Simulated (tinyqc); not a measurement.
X-ray reflectivity of a thin film on silicon: critical angles, Parratt recursion, fringes and roughness: one step, computed by the program tinyqc. Command: `OMP_NUM_THREADS=1 python tinyqc.py 3120687 3120688 out.jsonl xrr walk`. One thread of a shared host (Intel(R) Xeon(R) Processor @ 2.30GHz), about 0.01 s of CPU time with the checks.

n = 1 - delta + i beta; the classical electron radius is r_e = 2.8179403e-6 nm. Layer 0 is vacuum, 1 the film, 2 the substrate.

Task: Reflectivity at one angle. k_j = (2 pi/lambda) sqrt(sin^2 theta - 2 delta_j + 2 i beta_j); r_ij = (k_i - k_j)/(k_i + k_j) x exp(-2 k_i k_j sigma^2) (Nevot-Croce); r = (r_01 + r_12 p)/(1 + r_01 r_12 p), p = exp(2 i k_1 d); R = |r|^2.

Inputs (values chosen for the exercise, modelled on TaN on silicon, copper K-alpha radiation):

| quantity | value | unit |
|---|---|---|
| wavelength lambda | 0.15406 | nm |
| film thickness d | 59.9 | nm |
| roughness of the surface sigma_1 | 0.6 | nm |
| roughness of the interface sigma_2 | 0.17 | nm |
| grazing angle theta | 1.95 | degrees |

Constants:

| layer | rho_e (1/nm^3) | delta | beta | critical angle (degrees) | q_c (1/nm) |
|---|---|---|---|---|---|
| film | 3743.844 | 3.985194e-05 | 3.148304e-06 | 0.5115197 | 0.7282152 |
| substrate | 711.402 | 7.572626e-06 | 1.741704e-07 | 0.2229774 | 0.3174375 |

Give: k_0, k_1, k_2; 1000 r_01; 1000 r_12; p; reflectivity R; q = 4 pi sin(theta)/lambda.

Result:

k_0, k_1, k_2 (1/nm): 1.388  1.339+0.004i  1.379

1000 r_01 = 4.675-0.401i

1000 r_12 = -13.06+1.25i

p = -0.6122-0.1306i

reflectivity R = 1.650e-04

q = 4 pi sin(theta)/lambda = 2.776 1/nm
